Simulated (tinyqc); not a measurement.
Width of the well: optical transitions of a finite quantum well.

Each carrier sees a square well of width L with its own depth V and masses m (inside), mb (outside); c = hbar^2/2m0, k = sqrt(m E/c), kappa = sqrt(mb (V - E)/c), and level n solves k L + 2 atan[(k/m)/(kappa/mb)] = n pi. The envelope is cos(kz) for odd n and sin(kz) for even n inside, joins exp(-kappa (|z| - L/2)) outside, and is normalised to 1. Excitons and band mixing are left out.

Constants: hbar^2/2m0 = 3.80998211 eV angstrom^2; hc = 1239.841984 eV nm.

Inputs chosen for the exercise (near those of an InGaAs well in InP; the results hold for these values, not for the real material):
- Eg = 0.795 eV (gap of the well)
- Vc = 0.238 eV (conduction offset)
- Vv = 0.318 eV (valence offset)
- me = 0.0421 m0 (electron, well)
- meb = 0.0779 m0 (electron, barrier)
- mh = 0.372 m0 (heavy hole along z, well)
- mhb = 0.525 m0 (heavy hole, barrier)
- ml = 0.0507 m0 (light hole along z, well)
- mlb = 0.118 m0 (light hole, barrier)
- Ls = (34, 55, 66, 77, 111, 133, 215) angstrom (widths)

Edge wavelength hc/(Eg + e1 + hh1), squared e1-hh1 overlap, lh1 - hh1, and the 1-2 intersubband energy with f_12 = (m1/c) E12 z_12^2, 1/m1 = <1|1/m|1> (dash: e2 unbound).

Results:
```
L (angstrom)  edge (nm)  overlap^2  lh1 - hh1 (meV)  E12 (meV)   f_12
34               1289.7     0.7987             78.7          -      -
55               1385.4     0.8773             53.4          -      -
66               1416.5     0.8997             44.3      169.0  0.628
77               1440.0     0.9160             37.3      154.0  0.922
111              1484.8     0.9464             23.6      101.3  0.975
133              1501.6     0.9577             18.4       78.8  0.971
215              1531.8     0.9788              8.9       37.6  0.963
```

The edge tunes from 1290 to 1532 nm, towards hc/Eg = 1560 nm, while the overlap goes from 0.799 to 0.979. e2 binds at L = pi sqrt(c/(me Vc)) = 61.3 angstrom; f_12 starts from zero there and is 0.628 at 66 angstrom, the rest going to the continuum; among the widths listed it peaks at 0.975 (111 angstrom) and is 0.963 in the widest well, against 0.961 for hard walls.

Program tinyqc; command `OMP_NUM_THREADS=1 python tinyqc.py 1280707 1280708 out.jsonl`; about 0.1 s on one thread of a shared Intel(R) Xeon(R) Processor @ 2.30GHz.
